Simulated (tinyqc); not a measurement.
Chemical-mechanical planarisation: Preston law, pattern density and step-height reduction. Changing the planarisation length. Computed by tinyqc, a small Python program. Command: `OMP_NUM_THREADS=1 python tinyqc.py 3000216 3000217 out.jsonl cmp sweep`. One thread of a shared host (Intel(R) Xeon(R) Processor @ 2.30GHz), about 0.01 s of CPU time with the checks.

A row of 10 cells, repeated periodically, holds raised features that cover a share rho of each cell.

Inputs (values chosen for the exercise, close to those used for copper polishing):
```
quantity                          value  unit
Preston coefficient K           7.7e-14  1/Pa
pressure P                           41   kPa
platen and carrier speed             60   rpm
distance between the centres         17    cm
initial step height h0              780    nm
contact height h_c                  170    nm
film above the raised areas z0     1600    nm
cell size                           1.2    mm
polish time t                       200     s
```

local pattern densities, cell by cell: 0.7  0.7  0.8  0.9  0.1  0.3  0.25  0.25  0.3  0.25

Method:
- With equal rotation speeds the relative speed is uniform, v = omega r_c; Preston rate R0 = K P v.
- The stiff pad averages the density: rho_eff(i) = sum_j w_ij rho_j / sum_j w_ij, w = exp(-2 d^2/L^2), L the planarisation length and d the distance between cell centres, summed over all periodic images of cell j.
- While h > h_c only raised areas polish, at R0/rho_eff, until t_c = rho_eff (h0 - h_c)/R0. After that h = h_c exp(-(t - t_c)/tau), tau = rho_eff h_c/R0; low areas polish at R0 (1 - h/h_c) and raised areas at R0 [1 + (1 - rho_eff) h/(rho_eff h_c)]. Removed from raised areas after t_c: h0 - h_c + R0 (t - t_c) + (1 - rho_eff)(h_c - h); from low areas: R0 (t - t_c) - rho_eff (h_c - h). Film left = z0 less the removal from raised areas.

One run for each value; columns: (1) planarisation length (mm); (2) range of film left across the row (nm); (3) largest remaining step (nm); (4) thinnest film left (nm):
```
(1)      (2)     (3)     (4)
0.36  631.49  74.891  223.58
0.76  621.72  72.684  228.83
1.10  516.99  51.545  284.51
1.60  429.42  41.750  344.56
2.30  397.56  33.007  347.94
3.40  320.46  17.882  360.69
5.00  198.46   6.930  405.85
7.20   78.94   2.386  461.78
```

Give the missing row, planarisation length (mm) = 0.52.

Computed row; columns: (1) planarisation length (mm); (2) range of film left across the row (nm); (3) largest remaining step (nm); (4) thinnest film left (nm):
```
(1)      (2)     (3)     (4)
0.52  631.45  74.883  223.59
```

Interpolating between the two neighbouring rows (the first column on a logarithmic scale, the others too where they are positive) misses most in largest remaining step (nm), by 1.5 %. Over the rows, range of film left across the row (nm) falls from 631 to 78.9; largest remaining step (nm) falls from 74.9 to 2.39 (exponent d ln y / d ln x -2.8e-4 between the first rows and -2.9 between the last); thinnest film left (nm) rises from 224 to 462. A long planarisation length makes every cell see the mean density.

Extremes, crossings and ranges named in words are read from the listed rows.
